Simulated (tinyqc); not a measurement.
The basis set: RHF and MP2 along a ladder of basis sets, for H4, spin multiplicity 1. Computed by the program tinyqc with PySCF. Same geometry throughout; the dipole is taken about the origin.

Geometry (angstrom):
```
atom       x       y       z
H     0.0000  0.0000  0.0000
H     0.0000  0.0000  0.7110
H     0.0000  1.0430  0.0000
H     0.0000  1.0430  0.7110
```

RHF and frozen-core MP2 in a ladder of bases:
```
basis    functions  E(RHF) (hartree)  E(MP2 corr) (hartree)  HOMO (eV)  LUMO (eV)  dipole (debye)
sto-3g           4          -1.95117               -0.03217     -9.341     12.083           0.000
3-21g            8          -2.02117               -0.04049    -10.508      4.229           0.000
6-31g            8          -2.03088               -0.04047    -10.598      3.789           0.000
6-31g**         20          -2.04856               -0.06341    -10.360      3.880           0.000
cc-pvdz         20          -2.04395               -0.06279    -10.316      3.278           0.000
cc-pvtz         56          -2.05436               -0.07613    -10.381      2.825           0.000
```

Estimate the missing row, basis = aug-cc-pvdz.

Computed row:
```
basis        functions  E(RHF) (hartree)  E(MP2 corr) (hartree)  HOMO (eV)  LUMO (eV)  dipole (debye)
aug-cc-pvdz         36          -2.04480               -0.06520    -10.371      1.287           0.000
```

From cc-pVDZ to cc-pVTZ the RHF energy falls by 10.4 mhartree and the correlation energy by 13.3. If valence correlation converges as X^-3, (27 E(T) - 8 E(D))/19 gives -0.0817 hartree, a rough estimate from such small X that usually falls short; STO-3G holds about 39 % of it. Beyond STO-3G the LUMO moves by 2.9 eV and the HOMO by 0.3 eV.
